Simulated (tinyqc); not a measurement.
# From one set of inputs to another, one input at a time

Model: four-point probe, van der Pauw, Hall and spreading-resistance readings of a semiconductor layer. Computed by tinyqc, a small Python program. Command: `OMP_NUM_THREADS=1 python tinyqc.py 3113322 3113323 out.jsonl probe ladder`. One thread of a shared host (Intel(R) Xeon(R) Processor @ 2.30GHz), about 0.01 s of CPU time with the checks.

The layer is uniform and ohmic; contacts are points unless a radius is given.

The inputs printed are set A. Set A is modelled on n-type silicon; the values taken over come from a set modelled on p-type silicon. Inputs not listed in the table keep their values of set A, so the rows need not describe a real material.

Inputs (values chosen for the exercise, modelled on n-type silicon):
```
quantity             value        unit
carrier density n  8.1e+17      1/cm^3
drift mobility mu      307  cm^2/(V s)
layer thickness t      350  micrometre
probe spacing s      1.588          mm
current I              0.6          mA
magnetic field B       0.5           T
Hall factor r_H        1.2           -
```

Backing of the layer: insulating.

Constants: e = 1.602176634e-19 C.

Method:
- rho = 1/(e n mu); R_s = rho/t.
- Collinear probes with equal spacing on a layer with insulating backing: images at depth 2 m t give V = (rho I/(2 pi s)) G, G = 1 + 4 sum_(m>=1) [1/sqrt(1 + (2 m u)^2) - 1/sqrt(4 + (2 m u)^2)], u = t/s; the sum runs to m = 20000, with the tail 3/(32 u^3 M^2) added to the sum for M = 20000.
- Limits: thick, rho = 2 pi s V/I; thin on an insulator, rho = (pi/ln 2) t V/I.
- V_H = r_H I B/(e n t); apparent density n/r_H; Hall mobility r_H mu; Hall angle tan = r_H mu B (SI).

Each row keeps all changes above it:
```
input moved                        from     to  voltage V (mV)  rho by the thin formula (ohm cm)  Hall voltage (mV)
set A                                 -      -          0.0949                            0.0251            0.00793
magnetic field B (T)                0.5   0.68          0.0949                            0.0251            0.01078
drift mobility mu (cm^2/(V s))      307   65.1          0.4477                            0.1184            0.01078
carrier density n (1/cm^3)      8.1e+17  3e+18          0.1209                            0.0320            0.00291
layer thickness t (micrometre)      350   1200          0.0362                            0.0328            0.00085
current I (mA)                      0.6    0.4          0.0241                            0.0328            0.00057
```

Which inputs carry the difference?

Voltage V goes from 0.0949 to 0.0241, a factor 0.254 in all. The largest single move comes from drift mobility mu (a factor 4.72), but it runs against the net change; the largest move in the direction of the net change is carrier density n (a factor 0.270). rho by the thin formula goes from 0.0251 to 0.0328, a factor 1.31 in all. The largest single move comes from drift mobility mu (a factor 4.72), and carrier density n works against it (a factor 0.270). Hall voltage goes from 0.00793 to 5.66e-4, a factor 0.0714 in all. The largest single move comes from carrier density n (a factor 0.270), and magnetic field B works against it (a factor 1.36). The single moves hold for this order of the switches; the total does not depend on the order.

Extremes, crossings and ranges named in words are read from the listed rows.
